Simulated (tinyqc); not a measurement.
## Resonant-tunnelling diode, transfer matrices and Tsu-Esaki current: effect of temperature at two biases

Emitter (band edge 0), barrier d1, well Lw, barrier d2, collector (edge -V). The bias drops linearly over these layers and none in the contacts; each layer is cut into ns equal slices, flat at the value of their centres. E is the energy of motion across the layers, C = hbar^2/(2 m0), psi and psi'/m are continuous. Transport is coherent, T(E) is taken as independent of the transverse momentum, and charge in the well is ignored.

The current at V = 0.172 V and at V = 0.264 V, Ef held fixed. For the pair (psi, psi'/m) a flat layer has M = [[cos kd, (m/k) sin kd], [-(k/m) sin kd, cos kd]] with k = sqrt(m (E - U)/C) above its edge U, and M = [[cosh Kd, (m/K) sinh Kd], [(K/m) sinh Kd, cosh Kd]] with K = sqrt(m (U - E)/C) below it. Later slices stand to the left. With M acting on (psi, psi'/m) and v = k/m in each lead, T(E) = 4 vL vR/[(vL vR M12 - M21)^2 + (vR M11 + vL M22)^2]. J = J0 times the integral over E > 0 of T(E) N(E), N = ln[(1 + exp((Ef - E)/Vt))/(1 + exp((Ef - V - E)/Vt))], J0 = q^2 mw m0 kB T/(2 pi^2 hbar^3) (times 1e-4 for A/cm^2 per eV). The integral is converged to the digits shown.

Values chosen for this exercise; masses and offsets of a made-up heterostructure:
```
symbol,value,unit,meaning
mw,0.19,m0,"mass in the well, spacer and contacts"
U1,0.56,eV,barrier height
m1,0.3,m0,barrier mass
d1,1.1,nm,emitter barrier
Lw,2.9,nm,well width
d2,1.1,nm,collector barrier
ns,3,,slices in each layer
Ef,0.065,eV,Fermi energy of both contacts above their band edges
```

Constants: q = 1.602176634e-19 C, kB = 1.380649e-23 J/K, hbar = 1.054571817e-34 J s, m0 = 9.1093837015e-31 kg, Vt = kB T/q, hbar^2/(2 m0) = 0.0380998212 eV nm^2. Results are converted to the units shown.

Results:
```
T (K)	J at 0.172 V (kA/cm^2)	J at 0.264 V (kA/cm^2)	ratio
40	320.1	8.027	39.88
77	320.5	8.317	38.54
220	332.1	11.45	29.01
300	347.7	15.90	21.87
400	374.2	30.98	12.08
```

Estimate the missing row, T = 150 K.

Computed row:
```
T (K)	J at 0.172 V (kA/cm^2)	J at 0.264 V (kA/cm^2)	ratio
150	323.7	9.469	34.19
```

With this row back in the table: The first current rises from 320 to 374 kA/cm^2, the second rises from 8.03 to 31.0 kA/cm^2, and their ratio falls from 39.9 to 12.1. Heat lifts electrons to energies where the barriers transmit more, which raises the second current by a far larger factor than the first.

Computed by the program tinyqc: `OMP_NUM_THREADS=1 python tinyqc.py 2600027 2600028 out.jsonl`, one thread of a shared Intel Xeon 2.30GHz, about 0.2 s for the whole run.
